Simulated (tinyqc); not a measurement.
## The weight eta from points of equal mobility

Question. If the mobility depends on E = q (Ndep + eta Ns)/(eps0 eps_r) alone, two points of equal mobility on its falling branch have equal E. Find eta and E.

Inputs (values chosen for the exercise):
```
symbol  value  unit                                     meaning
eps_r    11.8        relative permittivity of the semiconductor
```

Constants: q = 1.602176634e-19 C, eps0 = 8.8541878128e-14 F/cm where lengths are in cm. Results are converted to the units shown.

Ndep at two body biases (cm^-2): 3.7188437e12  5.9455364e12
Ns at which the mobility is the same (cm^-2): 1.7e13  1.2546615e13

Solution. eta is the ratio of the differences of Ndep and Ns.

eta = 0.5000
E = 1.874 MV/cm

tinyqc, about 0.01 s, one thread, Intel Xeon 2.30GHz (shared host): `OMP_NUM_THREADS=1 python tinyqc.py 2510078 2510079 out.jsonl`
